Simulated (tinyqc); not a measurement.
Interband optics of a two-band s-p chain from momentum matrix elements: sweeps and comparisons. A value that a table varies takes the place of the one given here.

H(k) = [[Es - 2 ts cos ka, 2i V sin ka], [-2i V sin ka, Ep_ + 2 tp cos ka]] in the basis s, p; the lower band is full, with two electrons a cell. The velocity operator times hbar is W = dH/dk (eV angstrom); intra-atomic dipoles are left out.

With w(k) = |<c|W|v>|^2 and D(k) = Ec - Ev, on the mesh k_j = (j + 1/2)/N (2 pi/a): eps(E) = 1 + (8 pi e2/(a Ar)) mean_j (w/D^2) [1/(D - E - i eta) + 1/(D + E + i eta)], e2 = e^2/(4 pi eps0); light polarised along the chains, no local fields.

Constants: e^2/(4 pi eps0) = 14.39964547 eV angstrom; hbar^2/2m0 = 3.80998211 eV angstrom^2.

Values chosen for the exercise:
- a = 3.28 angstrom (period)
- Es = 1.86 eV (upper orbital (s))
- Ep_ = -2.65 eV (lower orbital (p))
- ts = 0.38 eV (s-s hopping)
- tp = 0.35 eV (p-p hopping)
- V = 0.75 eV (s-p hopping)
- Ar = 13.9 angstrom^2 (cross-section per chain)
- eta = 0.1 eV (Lorentzian half width)
- E = 5.99 eV (photon energy)

## Joint density of states against eps2

Mesh of 2000 points. J(E) = mean of (eta/pi)/((E - D)^2 + eta^2). The fourth column is J times the constant (8 pi^2 e2/(a Ar)) mean(w/D^2). R = |(sqrt(eps) - 1)/(sqrt(eps) + 1)|^2.

Spectrum:

| E (eV) | J (1/eV) | eps2 | eps2 with constant element | eps1 | R |
|---|---|---|---|---|---|
| 2.45 | 0.014 | 0.515 | 0.199 | 5.904 | 0.175 |
| 2.82 | 0.048 | 2.323 | 0.689 | 9.457 | 0.268 |
| 3.20 | 0.260 | 12.435 | 3.725 | -0.709 | 0.470 |
| 3.57 | 0.182 | 4.475 | 2.604 | -2.710 | 0.470 |
| 3.95 | 0.164 | 1.849 | 2.344 | -1.560 | 0.446 |
| 4.32 | 0.164 | 0.789 | 2.353 | -0.440 | 0.328 |
| 4.70 | 0.178 | 0.361 | 2.553 | 0.630 | 0.024 |
| 5.07 | 0.211 | 0.377 | 3.018 | 1.742 | 0.023 |
| 5.45 | 0.294 | 1.120 | 4.220 | 3.359 | 0.100 |
| 5.82 | 0.686 | 6.531 | 9.827 | 6.162 | 0.289 |
| 6.20 | 0.176 | 2.166 | 2.516 | -4.942 | 0.741 |
| 6.57 | 0.037 | 0.417 | 0.537 | -1.956 | 0.820 |

Transitions span 3.050 to 5.971 eV. Among the energies listed J peaks at 5.82 eV and eps2 at 3.20 eV. The ratio of eps2 to the constant-element value is 3.34 at 3.20 eV and 0.66 at 5.82 eV: w/D^2 is 2.602 angstrom^2 at the zone centre and 0.679 at the edge.

## Mesh against broadening

eps2 at E for three widths, and eps(0) at eta = 0; the last row is the mesh of 2000 points.

Convergence:

| N | eta = 0.03 eV | eta = 0.1 eV | eta = 0.3 eV | eps(0) |
|---|---|---|---|---|
| 4 | 12.616 | 12.822 | 5.472 | 2.0764 |
| 8 | 28.161 | 12.349 | 5.050 | 3.1910 |
| 16 | 25.250 | 12.603 | 5.094 | 3.3444 |
| 32 | 25.134 | 12.627 | 5.093 | 3.3452 |
| 64 | 25.134 | 12.627 | 5.093 | 3.3452 |
| 128 | 25.134 | 12.627 | 5.093 | 3.3452 |
| 2000 | 25.134 | 12.627 | 5.093 | 3.3452 |

The first N from which eps2 stays within 2 % of the last row is 16 for eta = 0.03, 16 for 0.1 and 8 for 0.3 eV; for eps(0) and 0.1 % it is 16. E lies outside the range of transitions, so eps2 is only the tail of the broadening; E is closer to the edge than the larger widths, so it does not simply grow with eta.

## Static constant against the gap

Es takes the values listed; mesh of 400 points; the Penn-type estimate is 1 + 8 pi c e2 n_eff/(a Ar Dm^2) with Dm the f-weighted mean of D, f = w/(c D), n_eff = 2 mean(f), c = hbar^2/2m0.

Results:

| Es (eV) | smallest D (eV) | Dm (eV) | n_eff | eps(0) | estimate |
|---|---|---|---|---|---|
| 1.56 | 2.750 | 4.322 | 1.350 | 3.952 | 3.185 |
| 1.86 | 3.050 | 4.618 | 1.276 | 3.345 | 2.810 |
| 2.36 | 3.550 | 5.110 | 1.168 | 2.663 | 2.353 |
| 2.86 | 4.050 | 5.604 | 1.076 | 2.227 | 2.036 |
| 3.86 | 5.050 | 6.592 | 0.928 | 1.727 | 1.646 |
| 4.86 | 6.050 | 7.583 | 0.814 | 1.468 | 1.428 |
| 6.86 | 8.050 | 9.569 | 0.652 | 1.227 | 1.215 |

eps(0) - 1 falls from 2.952 to 0.227, as Dm^-3.23; a fixed n_eff would give the power -2, and n_eff goes from 1.350 to 0.652. The single-gap estimate is low by 26.0 % of eps(0) - 1 in the first row and 5.3 % in the last, since 1/D^2 favours the smallest separations. n_eff need not equal the 2 electrons of the cell: a two-orbital basis with chosen hoppings does not obey the free-electron sum rule.

## What moves the optical response

Mesh of 400 points; n_eff = 2 mean(w/(c D)), c = hbar^2/2m0. Each row changes one parameter from the base and keeps the others.

Results:

| case | smallest D (eV) | largest D (eV) | n_eff | eps(0) |
|---|---|---|---|---|
| base | 3.050 | 5.971 | 1.276 | 3.345 |
| a = 3.444 angstrom | 3.050 | 5.971 | 1.407 | 3.462 |
| Es = 2.16 eV | 3.350 | 6.270 | 1.209 | 2.898 |
| ts = 0.456 eV | 2.898 | 6.122 | 1.288 | 3.533 |
| V = 0.825 eV | 3.050 | 6.015 | 1.504 | 3.729 |
| Ar = 15.29 angstrom^2 | 3.050 | 5.971 | 1.276 | 3.132 |

The largest shifts from the base row, up to three for each result and ties (the steps differ in size, so this ranks the rows, not the parameters). smallest D (eV): Es +0.300, ts -0.152; unchanged at the printed digits by a, V and Ar. largest D (eV): Es +0.299, ts +0.151, V +0.044; unchanged at the printed digits by a and Ar. n_eff: V +0.228, a +0.131, Es -0.067; unchanged at the printed digits by Ar. eps(0): Es -0.447, V +0.384, Ar -0.213.

Program tinyqc; command `OMP_NUM_THREADS=1 python tinyqc.py 1650705 1650706 out.jsonl`; about 0.01 s on one thread of a shared Intel(R) Xeon(R) Processor @ 2.30GHz.
